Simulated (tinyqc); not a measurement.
Threshold for a surface state: Tamm state at the end of a one-band chain.

A half-infinite chain with site energy 0 and hopping -t, band E = -2t cos(ka); the end site has energy D. The surface Green function of the unperturbed half chain is g = (E -/+ sqrt(E^2 - 4t^2))/(2t^2), the root with |t g| <= 1 and Im g <= 0, and with the shift G = g/(1 - D g).

Parameters, chosen for this exercise: t = 2.36 eV (hopping); a = 3.3 angstrom (spacing).

For |D| > t: E = D + t^2/D, weight on the end site 1 - t^2/D^2, decay length of the amplitude a/ln|D/t|; a dash: no bound state. The last column is the surface density -Im G/pi at E = 0.

Against D:
```
D/t    D (eV)   E (eV)  end weight  decay length (angstrom)  density at E = 0 (1/eV)
-3.00  -7.080  -7.8667      0.8889                     3.00                   0.0135
-2.00  -4.720  -5.9000      0.7500                     4.76                   0.0270
-1.40  -3.304  -4.9897      0.4898                     9.81                   0.0456
-1.10  -2.596  -4.7415      0.1736                    34.62                   0.0610
-0.80  -1.888        -           -                        -                   0.0822
0.50    1.180        -           -                        -                   0.1079
0.95    2.242        -           -                        -                   0.0709
1.05    2.478   4.7256      0.0930                    67.64                   0.0642
1.30    3.068   4.8834      0.4083                    12.58                   0.0501
2.50    5.900   6.8440      0.8400                     3.60                   0.0186
```

A state splits off only for |D| > t = 2.36 eV, although in the middle of an endless chain any shift binds one. Just past the threshold, at D/t = 1.05, it lies 5.6 meV outside the band and spreads over 67.6 angstrom; at D/t = -3 it holds 89 % of the end site, and the density left at the band centre has fallen to 0.10 of the clean value.

tinyqc: `OMP_NUM_THREADS=1 python tinyqc.py 1480115 1480116 out.jsonl`; about 0.01 s, one thread, shared Intel(R) Xeon(R) Processor @ 2.30GHz.
